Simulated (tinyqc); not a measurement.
Frequency dispersion of an accumulation capacitance by border traps, distributed model: two steps of the calculation.

Traps spread evenly through the insulator exchange electrons with the semiconductor by tunnelling, with tau(x) = t0 exp(2 ka x) at depth x from the interface. The admittance per area Y seen at depth x obeys dY/dx = -Y^2/(i w eps0 eox) + q Nb ln(1 + i w tau)/tau, with Y(0) = i w Cs and w = 2 pi f; the gate sees Y(tox) = G + i w C. Working variable y = Y/(i w), in uF/cm^2. Cox = eps0 eox/tox.

Values chosen for this exercise; permittivity close to that of aluminium oxide: relative permittivity of the insulator eox = 8.88; insulator thickness tox = 3.7 nm; semiconductor capacitance in accumulation Cs = 0.74 uF/cm^2; density of border traps Nb = 5.4e18 cm^-3 eV^-1; decay constant of the wave function in the insulator ka = 4.1 1/nm; time constant of a trap at the interface t0 = 4e-11 s; frequency f = 1000 Hz; depth down to which the steps are taken xe = 2.5 nm.

Constants: q = 1.602176634e-19 C, eps0 = 8.8541878128e-14 F/cm where lengths are in cm. Results are converted to the units shown.

Problem 1. Midpoint steps through the active depth. In terms of y: dy/dx = -y^2/(eps0 eox) + s(x), s = q Nb ln(1 + z)/z, z = i w tau. 10 midpoint steps of h = xe/10: y_half = y + (h/2) y'(x, y), y(new) = y + h y'(x + h/2, y_half).

Find: x; s; y.

Solution 1.

| point | x (nm) | s (uF/(cm^2 nm)) | y (uF/cm^2) |
|---|---|---|---|
| 0 | 0 | 0.086518+0.000000i | 0.74000+0.00000i |
| 1 | 0.25000 | 0.086518+0.000000i | 0.74412+0.00000i |
| 2 | 0.50000 | 0.086518-0.000001i | 0.74805+0.00000i |
| 3 | 0.75000 | 0.086518-0.000005i | 0.75179+0.00000i |
| 4 | 1.0000 | 0.086518-0.000040i | 0.75536+0.00000i |
| 5 | 1.2500 | 0.086516-0.000307i | 0.75877-0.00003i |
| 6 | 1.5000 | 0.086430-0.002385i | 0.76201-0.00024i |
| 7 | 1.7500 | 0.081730-0.017032i | 0.76493-0.00186i |
| 8 | 2.0000 | 0.033218-0.032372i | 0.76210-0.00970i |
| 9 | 2.2500 | 0.005122-0.010879i | 0.74729-0.01425i |
| 10 | 2.5000 | 0.000674-0.002282i | 0.73040-0.01482i |

Problem 2. Capacitance and conductance at the gate. Beyond xe the traps are ignored, so 1/y(tox) = 1/y(xe) + (tox - xe)/(eps0 eox); C = Re y, G/w = -Im y, loss tangent G/(w C).

y at xe = 0.73039674-0.01481684i uF/cm^2

Find: y at the gate; C; G/w; loss tangent.

Solution 2.

y at the gate = 0.6572-0.0120i uF/cm^2
C = 0.6572 uF/cm^2
G/w = 0.01199 uF/cm^2
loss tangent = 0.01825

Computed by the program tinyqc: `OMP_NUM_THREADS=1 python tinyqc.py 2202190 2202191 out.jsonl`, one thread of a shared Intel Xeon 2.30GHz, about 0.4 s for the whole run.
